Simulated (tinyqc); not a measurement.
Inverter chain driving a load.

N inverters, each f = Hc^(1/N) times larger than the one before: delay tau N (f + pp). Switched capacitance in units of the first input, with output capacitance pp times the input: Hc + (1 + pp)(Hc - 1)/(f - 1).

Inputs (values chosen for the exercise):
- Hc = 49 (load over the input capacitance of the chain)
- pp = 1 (parasitic delay of an inverter)
- tau = 1.7 ps (delay unit)

Inverter chain driving a load:
```
N      f  delay (ps)  switched capacitance
1  49.00       85.00                 51.00
2  7.000       27.20                 65.00
3  3.659       23.76                 85.10
4  2.646       24.79                 107.3
5  2.178       27.01                 130.5
6  1.913       29.71                 154.2
7  1.744       32.65                 178.1
```

The delay goes from 85.0 through a minimum of 23.8 (at N = 3 among the rows listed) to 32.6 ps. The best stage effort solves pp + rho (1 - ln rho) = 0, rho = 3.59, which gives N = ln Hc/ln rho = 3.04. One stage fewer than the best costs 14 % in delay and saves 24 % of the switched capacitance.

Numbers from tinyqc (`OMP_NUM_THREADS=1 python tinyqc.py 2082190 2082191 out.jsonl`; about 0.01 s on one thread of a shared Intel Xeon 2.30GHz).
